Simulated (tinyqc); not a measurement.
What moves the Fermi level: gated graphene: carriers, quantum capacitance and optical conductivity.

Cones E = +/- hv |k|, four flavours, D(E) = 2|E|/(pi hv^2). n = (2/pi)(kT/hv)^2 F_1(mu/kT), p = (2/pi)(kT/hv)^2 F_1(-mu/kT), in 1/angstrom^2 (1e16 for 1/cm^2); F_1(eta) = integral_0^infinity x dx/(1 + exp(x - eta)). Cq/e^2 = d(n - p)/d mu = (2 kT/(pi hv^2)) ln(2 + 2 cosh(mu/kT)).

Gate: V = mu/e + e (n - p)/Cox with Cox/e^2 = k/(4 pi e2 t), t in angstrom, e2 = e^2/(4 pi eps0); 1/(eV angstrom^2) in C/e^2 equals 1602.176634 microfarad/cm^2; total 1/C = 1/Cox + 1/Cq.

Constants: kB = 8.617333262e-05 eV/K; e^2/(4 pi eps0) = 14.39964547 eV angstrom.

Inputs chosen for the exercise (Fermi velocity near that of graphene, gate dielectric near HfO2; not measured data): hv = 6.66 eV angstrom (hbar vF); T = 300 K; k = 17.8 (dielectric constant of the gate layer); t = 5 nm (its thickness); V = 0.1 V (gate voltage from the neutrality point).

All results formed anew.

One parameter was then changed.

Results before and after:

| case | mu (eV) | n - p (1/cm^2) | C/Cox |
|---|---|---|---|
| base | 0.0731 | 5.298e+11 | 0.3568 |
| changed | 0.0788 | 5.948e+11 | 0.2932 |

Which of these changes was made? (a) k = 21.36; (b) T = 400 K; (c) hv = 7.33 eV angstrom; (d) V = 0.13 V; (e) t = 3.5 nm.

Answer: (e) t = 3.5 nm. Of the candidates, run in turn, only this one gives the changed row.

All candidates:

| case | mu (eV) | n - p (1/cm^2) | C/Cox |
|---|---|---|---|
| base | 0.0731 | 5.298e+11 | 0.3568 |
| V = 0.13 V | 0.0916 | 7.548e+11 | 0.4045 |
| t = 3.5 nm | 0.0788 | 5.948e+11 | 0.2932 |
| k = 21.36 | 0.0761 | 5.637e+11 | 0.3238 |
| hv = 7.33 eV angstrom | 0.0763 | 4.668e+11 | 0.3222 |
| T = 400 K | 0.0700 | 5.893e+11 | 0.3643 |

tinyqc: `OMP_NUM_THREADS=1 python tinyqc.py 1680025 1680026 out.jsonl`; about 0.01 s, one thread, shared Intel(R) Xeon(R) Processor @ 2.30GHz.
